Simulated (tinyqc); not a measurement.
Worked calculation: classical Heisenberg spin chain: exact results, Metropolis, heat-bath and over-relaxation steps, and a Monte Carlo run. Computed by tinyqc, a small Python program that keeps every step. Command: `OMP_NUM_THREADS=1 python tinyqc.py 3130575 3130576 out.jsonl heismc walk`. One thread of a shared host (Intel(R) Xeon(R) Processor @ 2.30GHz), about 0.2 s of CPU time with the checks. Intermediate numbers are printed to about 7 digits and carried at full precision; extremes and crossings named in words are read from the listed rows.

E = -J sum_i s_i . s_(i+1) for unit vectors s_i on an open chain; K = J/(k_B T).

Inputs (values chosen for the exercise, for a model chain of large moments):
```
quantity                     value  unit
coupling J                     -36   meV
temperature T                  140     K
moment mu                      2.6  mu_B
length N of the open chain      16     -
seed                        245486     -
```

Update: heat bath with over-relaxation.

Constants: k_B = 8.617333262e-05 eV/K; mu_B = 5.7883818060e-05 eV/T.

## Exact results

Each bond angle is independent, so u = <s_i . s_(i+1)> = coth K - 1/K, <s_i . s_(i+n)> = u^n, correlation length xi = -1/ln|u|, energy per bond -J u, heat capacity per bond c/k_B = 1 - K^2/sinh^2 K, and for the long chain chi = mu^2 (1 + u)/(3 k_B T (1 - u)) per spin.

K = -2.984019

u = -0.6700131

xi = 2.497141 sites

energy per bond = -24.12047 meV

heat capacity = 0.9083773 k_B/bond

chi over the Curie value = 0.1975954

chi = 0.002136281 mu_B/T per spin

## Finite chain

For N spins, <|sum s|^2>/N = (1 + u)/(1 - u) - 2 u (1 - u^N)/(N (1 - u)^2); the long chain has (1 + u)/(1 - u), chi over the Curie value, and the difference is relative to it.

<|sum s|^2>/N = 0.2275757

difference from the long chain = 15.17259 %

## Four single-spin steps

four neighbouring spins (rows; components x, y, z):
```
         1        2       3
1   0.4826   0.5971  0.6408
2   0.3388  -0.7227  0.6024
3  -0.4830  -0.8502  0.2095
4  -0.7530  -0.5365  0.3810
```

random numbers, one row a step:
```
        1       2       3
1  0.2436  0.4366  0.8845
2  0.2668  0.7777  0.3565
3  0.0608  0.1552  0.0741
4  0.7190  0.0694  0.9676
```

The given spins are first normalised. Spins 2 and 3 are updated in turn, with h = K (sum of the two neighbours). Heat bath: cos(theta) = 1 + ln(1 - r1 (1 - exp(-2 |h|)))/|h| about n = h/|h|, azimuth 2 pi r2 = phi in the frame a = n x z/|n x z|, b = n x a: s = n cos(theta) + sin(theta)(a cos(phi) + b sin(phi)); r1, r2 are the first two numbers of the row. Steps 2 and 4 are reflections, s -> 2 (s . h) h/|h|^2 - s, which keep the energy and use no random number.

Steps:
```
spin       |h|  h . s before  h . s after        move           x           y           z
2     2.647281     -2.073903     2.369711   heat bath  -0.4107184   0.0903267  -0.9072770
3     4.037011     -2.480163    -2.480163  reflection  -0.5739183   0.4449680  -0.6874746
2     3.124530     -0.519218     3.061928   heat bath  -0.0251989  -0.9923315  -0.1210091
3     5.177519      1.230596     1.230596  reflection   0.7871216  -0.0261135   0.6162449
```

## A run and its error bars

From the ordered state (alternating for J < 0), with each spin drawn from exp(h . s), h = K x sum of neighbours, 200 sweeps are discarded and 1600 recorded (even and odd sites in turn, each heat-bath sweep followed by two sweeps of reflections; random numbers not printed, so these rows are one sample). Errors are the scatter of block means over sqrt(number of blocks).

Blocking:
```
block length  mean bond product        error  <|sum s|^2>/N        error
1                    -0.6667438  0.002078433      0.2280693  0.004577223
4                    -0.6667438  0.002365229      0.2280693  0.004416301
16                   -0.6667438  0.002198201      0.2280693  0.004384945
40                   -0.6667438  0.002066585      0.2280693  0.004488793
80                   -0.6667438  0.001536512      0.2280693  0.004578541
```

With blocks of 40 the bond product is 1.6 error bars from the exact u = -0.6700, and <|sum s|^2>/N is 0.1 from the exact 0.228. Blocking to 40 changes the two errors by factors 1.0 and 1.0.

Checks made by the program: c against a difference of the energy (relative difference 5e-10).
